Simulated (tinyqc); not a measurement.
Fermi-Dirac statistics of conduction electrons: one step. Burstein-Moss edge.

Constants: hbar^2/2m0 = 3.80998211 eV angstrom^2.

Parameters, chosen for this exercise (near those of InP, lowest valleys alone; shifted at random, so the results belong to these values and not to a real crystal): alpha = 0.6 1/eV (non-parabolicity); m = 0.0788 m0 (density-of-states mass of the conduction band); mh = 0.603 m0 (heavy-hole mass); Eg = 1.411 eV (gap).

EF - Ec = 37.5585 meV

Problem. Vertical transitions from the heavy-hole band reach half-empty states at the k where the conduction energy equals EF: k^2 = E (1 + alpha E) m/c with E = EF - Ec and c = hbar^2/2m0; edge = Eg + E + c k^2/mh. Gap narrowing by many-body effects is left out.

Give: k; hole energy; edge.

Solution.

k = 0.02818 1/angstrom
hole energy = 0.0050 eV
edge = 1.4536 eV

The edge moves up by 42.6 meV, of which the valence band supplies 12 %.

Computed by tinyqc, a small Python program: `OMP_NUM_THREADS=1 python tinyqc.py 1681647 1681648 out.jsonl` (the numbers bound the seed that draws the inputs); one thread of a shared host (Intel(R) Xeon(R) Processor @ 2.30GHz), about 0.01 s for the whole set of steps.
